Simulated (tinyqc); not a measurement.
# Octagonal on-chip spiral inductor, lumped pi model: effect of the line width

Outer diameter do = di + 2 n wd + 2 (n - 1) sp, mean da = (do + di)/2, fill p = (do - di)/(do + di), length l = 3.314 n da. L = 2.25 mu0 n^2 da/(1 + 3.55 p), mu0 = 4 pi 1e-7 H/m. Rs = rho l/(wd delta (1 - exp(-th/delta))), delta = sqrt(rho/(pi f mu0)). Cs = n wd^2 eps0 eo/hu across the coil. At each end Cox = l wd eps0 eo/(2 ho) leads to the substrate branch Rsi = 2 rs he/(l wd) in parallel with Csi = l wd eps0 11.7/(2 he). With one end grounded Y = 1/(Rs + i w L) + i w Cs + 1/[1/(i w Cox) + 1/(1/Rsi + i w Csi)], w = 2 pi f; Q = -Im Y/Re Y. Eddy currents in neighbouring turns and in the substrate are left out.

Peak Q and its frequency from a search over f; self-resonance where Im Y = 0; Q at the given f (negative beyond resonance).

Values chosen for this exercise; values of the order met in silicon radio-frequency processes:
```
symbol,value,unit,meaning
n,3.5,,number of turns
sp,1.5,um,space between turns
di,80,um,inner diameter
th,4,um,metal thickness
rho,2.2,uohm cm,metal resistivity
ho,9.6,um,oxide below the coil
hu,0.9,um,oxide between coil and underpass
eo,3.9,,relative permittivity of the oxide
rs,10,ohm cm,substrate resistivity
he,30,um,effective spreading depth in the substrate
f,1.2,GHz,frequency
```

Constants: eps0 = 8.8541878128e-12 F/m. Results are converted to the units shown.

Effect of the line width:
```
wd (um),L (nH),do (um),peak Q,f of the peak (GHz),self-resonance (GHz),Q at f
2,2.213,101.5,8.985,18.28,68.79,2.618
4,2.059,115.5,11.56,9.401,44.31,4.518
6,1.973,129.5,13.30,6.680,33.28,6.055
9,1.914,150.5,15.16,4.934,24.28,7.988
13,1.903,178.5,16.90,3.805,17.67,10.19
18,1.944,213.5,18.44,3.021,12.96,12.59
25,2.051,262.5,19.96,2.371,9.197,15.56
```

As wd goes from 2 to 25, L goes from 2.21 through a minimum of 1.90 (at wd = 13 among the rows listed) to 2.05 nH, the peak Q rises from 8.98 to 20.0, its frequency falls from 18.3 to 2.37 GHz and the self-resonance falls from 68.8 to 9.20 GHz.

Program tinyqc, `OMP_NUM_THREADS=1 python tinyqc.py 2302022 2302023 out.jsonl`; Intel Xeon 2.30GHz, shared host, one thread, about 0.01 s.
